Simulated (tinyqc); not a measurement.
Inside a calculation. Model: a tight-binding chain with uneven site energies, recursive Green functions.

tinyqc, about 0.01 s, one thread, Intel Xeon 2.30GHz (shared host): `OMP_NUM_THREADS=1 python tinyqc.py 2660023 2660024 out.jsonl` Printed values are rounded.

The device has N = 7 slices of 1 site(s), nearest-neighbour hopping -t, and site energies U; the leads are semi-infinite continuations with site energy 0. V = <i+1|H|i> = -t 1.

Values chosen for this exercise: hopping (matrix element -t) t = 1 eV; site energies, slice by slice U = [0.03, 0.39, 0.26, 0.94, 0.6, -0.43, -0.24] eV; energy E = 1.22 eV.

Constants: q = 1.602176634e-19 C, h = 6.62607015e-34 J s. Results are converted to the units shown.

## Self-energy of the leads

Sigma = t^2 g(E), g(x) = (x - i sqrt(4 t^2 - x^2))/(2 t^2) for |x| < 2 t and (x - sign(x) sqrt(x^2 - 4 t^2))/(2 t^2) otherwise; Gamma = i (Sigma - Sigma^dagger); both leads give the same.

Sigma = 0.6100000-0.7924014i eV
Gamma = 1.584803 eV
open modes = 1

## Forward pass

Forward pass: g_1 = (E - H_1 - Sigma)^(-1), g_i = (E - H_i - V g_(i-1) V^dagger)^(-1), with Sigma also subtracted on the last slice; G_(i,1) = g_i V G_(i-1,1), starting from g_1. H_i is the block of slice i, its site energy.

g_i, site 1 to 7 (1/eV): [0.601473-0.821737i, 0.314137-1.129571i, 0.381474-0.667173i, -0.222816-1.464972i, 0.295054-0.512859i, 0.645550-0.244346i, 0.183093-0.928448i]
G_(i,1) of the forward pass, site 1 to 7 (1/eV): [0.601473-0.821737i, 0.739266+0.937544i, -0.907516+0.135570i, -0.400815-1.299278i, 0.784608+0.177796i, -0.549947+0.076940i, 0.029257-0.524685i]

## Transmission

G_(N,1) = 0.0292568-0.5246847i 1/eV

T(E) = Tr[Gamma G_(N,1) Gamma G_(N,1)^dagger]. Conductance (2 q^2/h) T(E).

T(E) = 0.6935782
conductance = 53.73908 uS

Inverting the whole matrix gives the same value.

## Backward pass

Backward pass: G_NN = g_N, G_ii = g_i + g_i V^dagger G_(i+1,i+1) V g_i; local density of states -Im G_ii/pi on each site.

G_ii, site 1 to 7 (1/eV): [0.1488885-0.3150268i, -0.3338329-0.5637149i, 0.1911792-0.5959081i, 0.0594414-0.3388610i, 0.0297454-0.5278771i, 0.4180170-0.6335908i, 0.1830933-0.9284483i]
local density of states, site 1 to 7 (1/eV): [0.1002761, 0.1794360, 0.1896834, 0.1078628, 0.1680285, 0.2016782, 0.2955343]

A site of an infinite clean chain has 1/(pi sqrt(4 t^2 - x^2)) = 0.201 1/eV at this energy (x counted from the band centre); the device goes from 0.100 (site 1) to 0.296 (site 7).

## States fed from the left, and the bond current

The full first column follows backwards from c_N = G_(N,1): c_i = G_(i,1)(forward) + g_i V^dagger c_(i+1). The density of states fed by the left lead is Gamma |c_i|^2/(2 pi), and the current on bond i is 2 t Gamma Im(c_(i+1) conj(c_i)) in units of T(E).

c_i, site 1 to 7 (1/eV): [0.1488885-0.3150268i, 0.6640170+0.0647361i, -0.7000226+0.2612959i, 0.0080047-0.3155801i, 0.6977813-0.1729334i, -0.4406291+0.4227988i, 0.0292568-0.5246847i]
density fed from the left, site 1 to 7 (1/eV): [0.0306231, 0.1122696, 0.1408214, 0.0251359, 0.1303532, 0.0940595, 0.0696531]
bond current, bond 1 to 6: [0.6935782, 0.6935782, 0.6935782, 0.6935782, 0.6935782, 0.6935782]

The bond current is the same on every bond and equals T(E): the current is conserved.
